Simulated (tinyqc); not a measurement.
Longitudinal sound in a periodic multilayer: transfer matrices, stop bands and folded phonons: one step, computed by the program tinyqc. Command: `OMP_NUM_THREADS=1 python tinyqc.py 3002183 3002184 out.jsonl multilayer walk`. One thread of a shared host (Intel(R) Xeon(R) Processor @ 2.30GHz), about 0.01 s of CPU time with the checks.

Layers 1 and 2 repeat with period d = d_1 + d_2; waves travel normal to the layers, without loss. State vector (u, s): displacement u and stress divided by omega. Impedances Z = rho v are in 1e6 kg/(m^2 s).

Question. Transfer matrix of one period. A layer maps (u, s) by [[cos p, sin p/Z], [-Z sin p, cos p]], p = 2 pi f d_i/v_i; one period is M = M_2 M_1, and cos(q d) = trace(M)/2.

Inputs (values chosen for the exercise, modelled on copper (layer 1), tantalum (layer 2) and silicon (substrate)):

| quantity | value | unit |
|---|---|---|
| velocity v_1 | 4670 | m/s |
| thickness d_1 | 2.05 | nm |
| velocity v_2 | 4110 | m/s |
| thickness d_2 | 1.79 | nm |
| frequency f | 434 | GHz |

Z_2 = 66.993

Z_1 = 42.2168

Give: phase p_1; phase p_2; M; trace(M)/2.

Answer.

phase p_1 = 1.197 rad

phase p_2 = 1.188 rad

M:
```
         1        2
1  -0.4076  0.01330
2   -37.38   -1.234
```

trace(M)/2 = -0.8207

|trace/2| < 1: f lies in a pass band, with q d = 2.5333 rad (folded into 0 to pi). Caution: at these frequencies damping, strong in glasses, and rough interfaces, both left out here, can weaken the stop bands; layers only a few atoms thick are also beyond continuum acoustics.
